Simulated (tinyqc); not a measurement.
From results back to parameters: recursion (Haydock) method for the local density of states: impurity site of a cubic lattice.

Problem. A local density has moments mu1 = a0, mu2 = a0^2 + b1^2 and, for a1 = a2 = 0, mu4 = a0^4 + 3 a0^2 b1^2 + b1^4 + b1^2 b2^2; b1^2 = (number of neighbours) t^2. The moments come from a hidden site.

Inputs chosen for the exercise: t = 1.17 eV (hopping).

mu1, mu2, mu4 (eV^n): -0.10000  8.22340  168.89635

Find: a0, b1, b2; neighbours.

Solution. Take the moments in turn: mu1 gives a0, mu2 gives b1, mu4 gives b2.

a0, b1, b2 (eV): -0.100  2.866  3.510

neighbours = 6

Computed by tinyqc, a small Python program: `OMP_NUM_THREADS=1 python tinyqc.py 1452663 1452664 out.jsonl` (the numbers bound the seed that draws the inputs); one thread of a shared host (Intel(R) Xeon(R) Processor @ 2.30GHz), about 0.08 s for the whole set of steps.
